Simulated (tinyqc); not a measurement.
# Polarisation charge from two barrier thicknesses

Problem. VT = phiB - dEc - q sigma d/(eps0 eps_r). Find sigma, phiB - dEc and the thickness at which VT = 0.

Parameters, values chosen for the exercise: relative permittivity of barrier and channel eps_r = 9.

Constants: q = 1.602176634e-19 C, eps0 = 8.8541878128e-14 F/cm where lengths are in cm. Results are converted to the units shown.

VT for d = 20 and 26 nm (V): [-5.5607370, -7.4722580]

Answer. VT is linear in d.

sigma = 1.585e13 cm^-2
phiB - dEc = 0.8110 V
thickness for VT = 0 = 2.546 nm

Computed by the program tinyqc: `OMP_NUM_THREADS=1 python tinyqc.py 2570044 2570045 out.jsonl`, one thread of a shared Intel Xeon 2.30GHz, about 0.02 s for the whole run.
